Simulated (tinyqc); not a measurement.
FCI on RHF in the sto-3g basis, for H3-, spin multiplicity 1, step by step. The basis has no diffuse functions, so it cannot describe the extra electron: this is an exercise in the method, not the real anion. Computed by tinyqc, a small Python program that keeps every step (integrals from PySCF). Settings: charge = -1, multiplicity = 1, basis = sto-3g, method = RHF, energy threshold = 1e-10, iteration cap = 80, orthogonalisation = symmetric, start = Wolfsberg-Helmholz matrix, DIIS depth = 6, ci = FCI, davidson = 1. Command: `OMP_NUM_THREADS=1 python tinyqc.py 25101 25102 out.jsonl` (the two numbers bound the seeds that draw the settings). One thread of a shared host (Intel(R) Xeon(R) Processor @ 2.60GHz), about 0.1 s of CPU time with the checks. The early iterations of the SCF are left out here.

## One-electron integrals

Geometry (angstrom):
```
atom         x         y          z
H     0.000000  0.000000   0.000000
H     0.000000  0.000000   1.339000
H     0.000000  0.000000  -1.339000
```

Basis sto-3g: exponents (1/bohr^2) and contraction coefficients of normalised primitives:
```
element  l (shell)  exponent  coefficient
H            s (1)  3.425251     0.154329
H            s (1)  0.623914     0.535328
H            s (1)  0.168855     0.444635
```

Overlap, kinetic and nuclear-attraction integrals over the contracted functions; the nuclear repulsion is the sum of Za Zb / Rab.

nuclear repulsion = 0.98800824 hartree

overlap S:
```
          1H 1s     2H 1s     3H 1s
1H 1s  1.000000  0.321611  0.321611
2H 1s  0.321611  1.000000  0.035191
3H 1s  0.321611  0.035191  1.000000
```

kinetic energy T (hartree):
```
          1H 1s      2H 1s      3H 1s
1H 1s  0.760032   0.027750   0.027750
2H 1s  0.027750   0.760032  -0.009391
3H 1s  0.027750  -0.009391   0.760032
```

nuclear attraction V (hartree):
```
           1H 1s      2H 1s      3H 1s
1H 1s  -2.010733  -0.530236  -0.530236
2H 1s  -0.530236  -1.816274  -0.053506
3H 1s  -0.530236  -0.053506  -1.816274
```

core Hamiltonian H = T + V (hartree):
```
           1H 1s      2H 1s      3H 1s
1H 1s  -1.250701  -0.502486  -0.502486
2H 1s  -0.502486  -1.056242  -0.062897
3H 1s  -0.502486  -0.062897  -1.056242
```

## Two-electron integrals

Functions are numbered as in S; the eight-fold symmetry (ij|kl) = (ji|kl) = (kl|ij) leaves the list below.

Two-electron integrals (ij|kl) in chemists' order, unique and non-zero (hartree):
```
(11|11) 0.774606   (21|11) 0.180712   (21|21) 0.060919   (22|11) 0.381910
(22|21) 0.180712   (22|22) 0.774606   (31|11) 0.180712   (31|21) 0.039928
(31|22) 0.086043   (31|31) 0.060919   (32|11) 0.019502   (32|21) 0.005404
(32|22) 0.013785   (32|31) 0.005404   (32|32) 0.000586   (33|11) 0.381910
(33|21) 0.086043   (33|22) 0.197557   (33|31) 0.180712   (33|32) 0.013785
(33|33) 0.774606
```

## Orthogonalisation

S = U s U^T; symmetric (Loewdin) form X = U s^(-1/2) U^T, so that X^T S X = 1.

eigenvalues of S: 0.562429  0.964809  1.472762

X:
```
           1H 1s      2H 1s      3H 1s
1H 1s   1.088561  -0.179967  -0.179967
2H 1s  -0.179967   1.043471   0.025397
3H 1s  -0.179967   0.025397   1.043471
```

## Iteration 5 (converged): orbitals

converged F (hartree):
```
           1H 1s      2H 1s      3H 1s
1H 1s   0.152636  -0.202024  -0.202024
2H 1s  -0.202024   0.142557  -0.010519
3H 1s  -0.202024  -0.010519   0.142557
```

Diagonalise F' = X^T F X, C = X C', fill 2 alpha and 2 beta electrons from the bottom; D = 2 C_occ C_occ^T. Each column has its largest component positive (the first on a tie).

F' = X^T F X (hartree):
```
           1          2          3
1   0.347731  -0.303448  -0.303448
2  -0.303448   0.237422   0.078762
3  -0.303448   0.078762   0.237422
```

orbital energies (hartree): MO1 -0.097472, MO2 0.158659, MO3 0.761388

coefficients C:
```
            MO1        MO2        MO3
1H 1s  0.572217   0.000000   0.960369
2H 1s  0.419264   0.719887  -0.654099
3H 1s  0.419264  -0.719887  -0.654099
```

D after iteration 5:
```
          1H 1s      2H 1s      3H 1s
1H 1s  0.654865   0.479820   0.479820
2H 1s  0.479820   1.388040  -0.684910
3H 1s  0.479820  -0.684910   1.388040
```

## Convergence

Stop when the energy changes by less than 1e-10 hartree and every element of the error matrix X^T (F D S - S D F) X is below 3e-06.

Course of the cycle:
```
iteration  E (hartree)     change  largest element of the error matrix
1          -1.24520025          -                             1.26e-01
2          -1.26544943  -2.02e-02                             9.31e-03
3          -1.26555852  -1.09e-04                             9.78e-06
4          -1.26555852  -9.47e-11                             4.51e-06
5          -1.26555852  -1.48e-11                             2.93e-06
```

PySCF RHF in the same basis = -1.26555852 hartree

Converged in 5 iterations.

## Integrals over molecular orbitals

(pq|rs) = sum C_ip C_jq C_kr C_ls (ij|kl), one index at a time.

one-electron integrals over orbitals h = C^T H C (hartree):
```
           1          2          3
1  -1.285176   0.000000  -0.101986
2   0.000000  -1.029577   0.000000
3  -0.101986   0.000000  -0.848571
```

Two-electron integrals over orbitals (pq|rs), unique and non-zero (hartree):
```
(11|11) 0.492666    (21|21) 0.159340    (22|11) 0.427188    (22|22) 0.493199
(31|11) 0.076806    (31|22) -0.062051   (31|31) 0.149438    (32|21) -0.149283
(32|32) 0.152684    (33|11) 0.512296    (33|22) 0.443744    (33|31) 0.087691
(33|33) 0.553022
```

## FCI: determinants and Hamiltonian

Hartree-Fock energy = -1.26555852 hartree

Slater-Condon rules over spin orbitals, with the nuclear repulsion added and E(HF) subtracted on the diagonal.

Occupation strings over the orbitals (2 doubly, a alpha, b beta, 0 empty; spin orbitals ordered 1a 1b 2a 2b ...): 220 2ab a2b 2ba b2a 202 ab2 ba2 022

H - E(HF) between determinants (hartree):
```
          220        2ab        a2b        2ba        b2a        202        ab2        ba2
220  0.000000   0.000000   0.000000   0.000000   0.000000   0.152684   0.000000   0.000000
2ab  0.000000   0.311668   0.000000  -0.152684   0.000000   0.000000  -0.149283   0.149742
a2b  0.000000   0.000000   0.496002   0.000000  -0.149438   0.149283   0.000000   0.000000
2ba  0.000000  -0.152684   0.000000   0.311668   0.000000   0.000000   0.149742  -0.149283
b2a  0.000000   0.000000  -0.149438   0.000000   0.496002  -0.149283   0.000000   0.000000
202  0.152684   0.000000   0.149283   0.000000  -0.149283   0.782069   0.000000   0.000000
ab2  0.000000  -0.149283   0.000000   0.149742   0.000000   0.000000   0.831840  -0.159340
ba2  0.000000   0.149742   0.000000  -0.149283   0.000000   0.000000  -0.159340   0.831840
022  0.149438   0.000000   0.010884   0.000000  -0.010884   0.159340   0.000000   0.000000

           022
220   0.149438
2ab   0.000000
a2b   0.010884
2ba   0.000000
b2a  -0.010884
202   0.159340
ab2   0.000000
ba2   0.000000
022   1.013101
```

## FCI: roots

Diagonalise (each vector has its largest component positive (the first on a tie)); all determinants have Ms = 0, so triplets appear too. The lowest singlet root is the correlation energy.

lowest roots of this matrix, relative to E(HF) (hartree): -0.044283  0.158983  0.329265  0.346564  0.487417  0.672501  0.837817  1.126267

lowest vectors:
```
        root 1     root 2     root 3    root 4
220   0.976884   0.000000   0.000000  0.000000
2ab   0.000000   0.707106   0.644401  0.000000
a2b   0.039205   0.000000   0.000000  0.707107
2ba   0.000000   0.707106  -0.644401  0.000000
b2a  -0.039205   0.000000   0.000000  0.707107
202  -0.172910   0.000000   0.000000  0.000000
ab2   0.000000  -0.000632   0.291113  0.000000
ba2   0.000000  -0.000632  -0.291113  0.000000
022  -0.112812   0.000000   0.000000  0.000000
```

<S^2> of these roots: 0.000000  2.000000  0.000000  2.000000  0.000000  2.000000  0.000000  0.000000

weight of the ground state by excitation level 0, 1, 2, ...: 0.954302  0.003074  0.042624

## The lowest root by the Davidson method

Start from the reference; add the residual divided by (theta - H_ii), orthogonalised, at each step.

Davidson iterations:
```
iteration  subspace  lowest Ritz value (hartree)  residual norm
1                 1                    -1.07e-11       2.14e-01
2                 2                  -0.04229895       3.50e-02
3                 3                  -0.04418769       8.64e-03
4                 4                  -0.04428253       8.20e-17
```
